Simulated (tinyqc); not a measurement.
Square on-chip spiral inductor, lumped pi model: one step of the calculation.

Outer diameter do = di + 2 n wd + 2 (n - 1) sp, mean da = (do + di)/2, fill p = (do - di)/(do + di), length l = 4 n da. L = 2.34 mu0 n^2 da/(1 + 2.75 p), mu0 = 4 pi 1e-7 H/m. Rs = rho l/(wd delta (1 - exp(-th/delta))), delta = sqrt(rho/(pi f mu0)). Cs = n wd^2 eps0 eo/hu across the coil. At each end Cox = l wd eps0 eo/(2 ho) leads to the substrate branch Rsi = 2 rs he/(l wd) in parallel with Csi = l wd eps0 11.7/(2 he). With one end grounded Y = 1/(Rs + i w L) + i w Cs + 1/[1/(i w Cox) + 1/(1/Rsi + i w Csi)], w = 2 pi f; Q = -Im Y/Re Y. Eddy currents in neighbouring turns and in the substrate are left out.

Question. Geometry and model elements. do, l, L, delta, Rs, Cs, Cox, Rsi and Csi as defined.

Inputs (values chosen for the exercise); values of the order met in silicon radio-frequency processes:
```
symbol,value,unit,meaning
n,6.5,,number of turns
wd,4,um,line width
sp,2,um,space between turns
di,100,um,inner diameter
th,0.9,um,metal thickness
rho,1.9,uohm cm,metal resistivity
ho,3.9,um,oxide below the coil
hu,0.9,um,oxide between coil and underpass
eo,4.1,,relative permittivity of the oxide
rs,10,ohm cm,substrate resistivity
he,50,um,effective spreading depth in the substrate
f,8,GHz,frequency
```

Constants: eps0 = 8.8541878128e-12 F/m. Results are converted to the units shown.

Give: do; l; L; delta; Rs; Cs; Cox; Rsi; Csi.

Answer.

do = 174.00 um
l = 3562.0 um
L = 9.7668 nH
delta = 0.77563 um
Rs = 31.770 ohm
Cs = 4.1949 fF
Cox = 66.312 fF
Rsi = 701.85 ohm
Csi = 14.760 fF

tinyqc, about 0.01 s, one thread, Intel Xeon 2.30GHz (shared host): `OMP_NUM_THREADS=1 python tinyqc.py 2302090 2302091 out.jsonl`
